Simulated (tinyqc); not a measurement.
Thin-film transistor with exponential tail and deep states, accumulation layer: two steps of the calculation.

An undoped film in accumulation, thicker than the space-charge layer. With band bending psi the Fermi level lies E0 - psi below the band edge. Free electrons n = n0 exp(psi/Vt) carry the current; electrons in two exponential distributions of traps, a = a0 exp(psi/Va) and d = d0 exp(psi/Vp), do not. Linear regime, ohmic contacts, traps in equilibrium.

Parameters, values chosen for the exercise; values close to those of amorphous indium gallium zinc oxide:
- T = 250 K (temperature)
- eps_r = 10 (relative permittivity of the semiconductor)
- mb = 23 cm^2/(V s) (band mobility)
- Tt = 390 K (characteristic temperature of the tail)
- Td = 1400 K (characteristic temperature of the deep states)
- Ci = 100 nF/cm^2 (gate capacitance)
- WL = 20 (ratio W/L)
- Vd = 0.05 V (drain voltage)
- Vg = 2.8 V (gate voltage above flat band)

Constants: q = 1.602176634e-19 C, kB = 1.380649e-23 J/K, Vt = kB T/q, eps0 = 8.8541878128e-14 F/cm where lengths are in cm. Results are converted to the units shown.

Problem 1. Surface potential by Newton steps. Va = kB Tt/q, Vp = kB Td/q. G(psi) = sum over the three kinds of c0 [V (exp(psi/V) - 1) - psi], field F = sqrt(2 q G/(eps0 eps_r)); Vg = psi + eps0 eps_r F/Ci at the surface. f = psi + eps0 eps_r F/Ci - Vg, f' = 1 + q rho/(Ci F) with rho = sum c0 (exp(psi/V) - 1); psi(new) = psi - f/f'.

psi at the start = 0.54 V
n0 = 6.1427653e5 cm^-3
a0 = 5.3818084e10 cm^-3
d0 = 3.6662618e14 cm^-3

Wanted: F; f; f'; psi after iteration 1.

Solution 1.

F = 88.95 kV/cm
f = -1.472 V
f' = 11.64
psi after iteration 1 = 0.6665 V

Problem 2. Free and total charge, current. Total charge Q = Ci (Vg - psi_s); free charge Qf = q times the integral of n0 (exp(psi/Vt) - 1)/F over psi from 0 to psi_s; I = (W/L) mb Qf Vd; effective mobility mb Qf/Q.

psi_s = 0.609649890 V
n0 = 6.14276535e5 cm^-3
a0 = 5.38180837e10 cm^-3
d0 = 3.66626177e14 cm^-3

Give: surface densities; Q; Qf; effective mobility; I.

Solution 2.

surface densities (cm^-3): free 1.1977e18, tail 4.0657e18, deep 5.7394e16
Q = 219.04 nC/cm^2
Qf = 24.507 nC/cm^2
effective mobility = 2.5734 cm^2/(V s)
I = 563.67 nA

Computed by the program tinyqc: `OMP_NUM_THREADS=1 python tinyqc.py 2610108 2610109 out.jsonl`, one thread of a shared Intel Xeon 2.30GHz, about 0.02 s for the whole run.
